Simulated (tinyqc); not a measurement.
Geometry alone against geometry with stress: oxidation of curved silicon (wires and holes): cylindrical Deal-Grove kinetics with stress-retarded reaction. Computed by tinyqc, a small Python program. Command: `OMP_NUM_THREADS=1 python tinyqc.py 3004563 3004564 out.jsonl wireox walk`. One thread of a shared host (Intel(R) Xeon(R) Processor @ 2.30GHz), about 0.01 s of CPU time with the checks.

Silicon fills r < a and oxide a < r < b. One volume of silicon gives 2.25 volumes of oxide, and the length is fixed.

Inputs (values chosen for the exercise, close to those used for silicon in steam):

| quantity | value | unit |
|---|---|---|
| prefactor B0 | 364 | um^2/h |
| activation energy E_B | 0.787 | eV |
| prefactor (B/A)0 | 1.23e+08 | um/h |
| activation energy E_A | 2.04 | eV |
| starting silicon radius a0 | 90 | nm |
| starting oxide x_i | 1 | nm |
| viscosity prefactor eta0 | 2.5e-09 | Pa s |
| viscosity energy E_eta | 5.7 | eV |
| critical shear stress s_c | 92 | MPa |
| activation volume V_k | 9.1 | angstrom^3 |
| temperature T | 775 | C |
| time t | 2.7 | h |

Shape: wire (convex).

Constants: k_B = 8.617333262e-05 eV/K.

Method:
- B = B0 exp(-E_B/(k_B T)), B/A = (B/A)0 exp(-E_A/(k_B T)), eta = eta0 exp(E_eta/(k_B T)); 1 um = 1000 nm.
- Temperatures in kelvin are T(C) + 273.15.
- Geometry: b^2 = b0^2 + 1.25 (a0^2 - a^2), b0 = a0 + x_i.
- Rate of oxide made per interface area: q = 1/[1/k + 2 a |ln(b/a)|/B], and |da/dt| = q/2.25. Reaction k = (B/A) exp(-sigma V_k/(k_B T)). New oxide pushes the old with radial speed u = 1.25 |da/dt| at r = a; the shear stress at radius r is s_c asinh(z a^2/r^2), z = 2 eta u/(a s_c) (Eyring flow), and the compressive normal stress at the interface is sigma = |int_a^b 2 s/r dr| = s_c |F(z) - F(z a^2/b^2)|, F(y) = int_0^y asinh(w)/w dw. q and sigma are solved together. 1 MPa angstrom^3 = 6.241509e-6 eV.
- Integrate da/dt adaptively (tolerance 1e-8); a wire counts as consumed at a = 0.5 nm and a hole as closed at b = 0.5 nm. Planar reference: x^2 + A x = B t + x_i^2 + A x_i, A = B/(B/A).
- A dash marks a stress-free run that has consumed the wire or closed the hole.

B = 59841.2 nm^2/h

B/A = 19.1009 nm/h

low-stress viscosity eta = 6.38300e+18 Pa s

k_B T = 0.0903226 eV

Oxide thickness (nm):

| t (h) | planar | curved, no stress | curved, with stress | a (nm) | sigma (MPa) |
|---|---|---|---|---|---|
| 0.081 | 2.55 | 2.529 | 2.476 | 89.337 | 80.2 |
| 0.270 | 6.15 | 6.037 | 5.708 | 87.864 | 183.7 |
| 0.540 | 11.27 | 10.914 | 9.894 | 85.915 | 316.0 |
| 1.080 | 21.48 | 20.239 | 17.113 | 82.439 | 540.6 |
| 1.890 | 36.67 | 33.312 | 25.949 | 77.989 | 811.8 |
| 2.700 | 51.72 | 45.467 | 33.190 | 74.178 | 1033.4 |
| 4.050 | 76.49 | 64.057 | 42.961 | 68.797 | 1335.3 |
| 5.400 | 100.90 | 80.924 | 50.814 | 64.266 | 1583.6 |

What follows from these numbers?

At 5.4 h the thickness is 0.802 of the planar value from geometry alone and 0.504 with stress. On a wire the new oxide spreads over a larger circumference, which thins it, while the oxidant converges on a smaller interface. Stress and geometry both count. Caution: rows with a normal stress above about 1.5 GPa lie beyond the range of a viscous flow law. Caution: elasticity of the oxide, stress-dependent diffusion and thin-oxide enhancement are left out.
